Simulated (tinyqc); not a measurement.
Thermal boundary conductance by the acoustic and diffuse mismatch models: one step, computed by the program tinyqc.

Each side has one longitudinal and two transverse Debye branches, omega = v q up to q_D = (6 pi^2 n)^(1/3), with n counting all atoms. Scattering at the interface is elastic. Electrons are left out of G, also for metals. Melting is ignored. G refers to the temperatures of the phonons sent towards the interface. Linear branches over all atoms overstate G at high T, most for crystals with several atoms a cell.

Question. Boundary conductance. G = (k_B^4 T^3/(8 pi^2 hbar^3)) int W(x) x^4 e^x/(e^x - 1)^2 dx, x = hbar omega/(k_B T). Acoustic mismatch: W = sum over the three branches of alpha(1 to 2)/v_1^2, each up to the lower of its two cut-offs. Diffuse mismatch: W = S_1 S_2/(S_1 + S_2), where S_i sums 1/v^2 over the branches of side i still below their cut-off. Radiation limit: W = min(S_1, S_2). The integral is split at the four cut-offs (64 Gauss-Legendre points a piece, x at most 45). Boundary resistance R = 1/G and Kapitza length kappa_2/G use the diffuse value.

Inputs (values chosen for the exercise, modelled on lead (side 1) and silica (side 2)): conductivity kappa_2 = 1.4 W/(m K); temperature T = 77 K.

Structure: superlattice.

Branches:
```
branch     v (m/s)  cut-off (K)  Z (1e6 kg/(m^2 s))
L, side 1     2320     222.2180              25.520
T, side 1      981      93.9637              10.791
L, side 2     5970     724.7598              13.134
T, side 2     3690     447.9671               8.118
```

Transmission:
```
branch  t at normal incidence  largest angle from side 1 (deg)  alpha, 1 to 2  alpha, 2 to 1
L                   0.8973230                         22.86802      0.1422276      0.9417952
T                   0.9800170                         15.41768      0.0601047      0.8504003
```

Constants: k_B = 1.380649e-23 J/K; hbar = 1.054571817e-34 J s.

Give: G, acoustic mismatch; G, diffuse mismatch; G, radiation limit; boundary resistance R; Kapitza length in side 2.

Answer.

G, acoustic mismatch = 38.453 MW/(m^2 K)

G, diffuse mismatch = 95.456 MW/(m^2 K)

G, radiation limit = 171.18 MW/(m^2 K)

boundary resistance R = 10.476 m^2 K/GW

Kapitza length in side 2 = 14.666 nm

The diffuse value is 2.48 times the acoustic one and 56 % of the radiation limit. Diffuse scattering raises G here: it ignores the impedance mismatch and lets phonons change direction and branch. Caution: kappa_2 is of room-temperature size, so the Kapitza length is only nominal at this T. Caution: at this temperature short waves carry the heat; linear branches up to q_D overstate their velocity, and inelastic processes, left out here, grow with T.
